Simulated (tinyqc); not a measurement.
Worked calculation: dielectric confinement in a thin film (image charges). Values are carried at full precision from step to step, so a last printed digit may differ when a step is redone from the rounded ones.

A film |z| < t/2 of dielectric constant eps between half-spaces of dielectric constant e2; lam = (eps - e2)/(eps + e2), q = e^2/(4 pi eps0). The self-energy of a band edge is taken with the high-frequency value, e2 = eh, and the field of a fixed ion with the static one, e2 = eo. A charge at z has images lam^|n| at n t + (-1)^n z. Its self-energy is S(z) = (q/2 eps) sum over n >= 1 of lam^n [1/(n t - 2z) + 1/(n t + 2z)] for odd n and 2 lam^n/(n t) for even n; at the centre S(0) = -(q/(eps t)) ln(1 - lam).

Constants: e^2/(4 pi eps0) = 14.39964547 eV angstrom; hbar^2/2m0 = 3.80998211 eV angstrom^2; Ry = 13.60569312 eV.

Values chosen for the exercise (near those of a Ge film between layers of SiO2; the results hold for these values, not for the real material):

| symbol | value | unit | meaning |
|---|---|---|---|
| t | 42 | angstrom | film thickness |
| eps | 16 |  | dielectric constant of the film |
| eh | 2.1 |  | high-frequency dielectric constant outside |
| mz | 0.121 | m0 | mass across the film |
| eo | 4 |  | static dielectric constant outside |
| m | 0.156 | m0 | mass in the plane |

## Images for a charge at the centre

Give lam, the first five terms (q/eps) lam^n/(n t), their sum and the closed form.

lam = 0.7680

terms (meV): 16.46  6.32  3.23  1.86  1.14

sum of five = 29.02 meV
S(0) = 31.30 meV

The surroundings screen less than the film, so the images repel and each band edge moves outwards: the gap changes by about 2 S = +63 meV. The static value 4 would give S(0) = +19.6 meV.

## Self-energy across the film

S at 2z/t = 0, 0.2, 0.4, 0.6, 0.8 and 0.9, summed to n = 399.

Self-energy:

| 2z/t | z (angstrom) | S (meV) |
|---|---|---|
| 0.0 | 0.0 | 31.30 |
| 0.2 | 4.2 | 32.01 |
| 0.4 | 8.4 | 34.51 |
| 0.6 | 12.6 | 40.72 |
| 0.8 | 16.8 | 60.84 |
| 0.9 | 18.9 | 101.83 |

Towards the wall S diverges as (q lam/4 eps)/(distance), an artefact of the abrupt interface that the vanishing envelope makes harmless.

## Shift of the subband edge

First order: <S> over the envelope (2/t) cos^2(pi z/t), beside the confinement energy c (pi/t)^2/mz, c = hbar^2/2m0.

<S> = 34.96 meV
confinement energy = 176.17 meV

|<S>| is 0.20 times the confinement energy; the first goes as 1/t and the second as 1/t^2, so they are equal at t = 212 angstrom.

## Binding of a donor

Donor at the centre, lam from the static eo, trial function cos(pi z/t) exp(-rho/l): E(l) = c/(m l^2) - (q/eps) times the integral over k of F(k t) (1 + (k l/2)^2)^(-3/2), with F(x) = F0 + 2 lam exp(-x) G/(1 - lam exp(-x)), F0 = 2[(1 - exp(-x/2))/x + x (1 + exp(-x/2))/(x^2 + 4 pi^2)], G = 2 sinh(x/2)[1/x - x/(x^2 + 4 pi^2)]; c = hbar^2/2m0. The binding energy is -E at the minimum, counted from the subband edge with its self-energy.

Minimise over l with and without images (lam = 0); Ry* = Ry m/eps^2.

Donor:

| case | l (angstrom) | binding (meV) | in Ry* |
|---|---|---|---|
| no images | 40.9 | 20.8 | 2.50 |
| with images | 34.8 | 53.3 | 6.43 |

Ry* = 8.29 meV

The images change the binding by +32.6 meV, against -2 (q/(eps t)) ln(1 - lam) = +39.3 meV for an orbit much smaller than t. At 300 K the binding is 2.1 kB T.

## Checks

- S(0) from the series against the closed form, meV: both 31.30.
- F(2.3) for lam = 0.7680 from a direct sum over images against the closed form: both 0.9113.

(tinyqc, `OMP_NUM_THREADS=1 python tinyqc.py 1282626 1282627 out.jsonl`, Intel(R) Xeon(R) Processor @ 2.30GHz, 1 thread, shared host, about 0.07 s.)
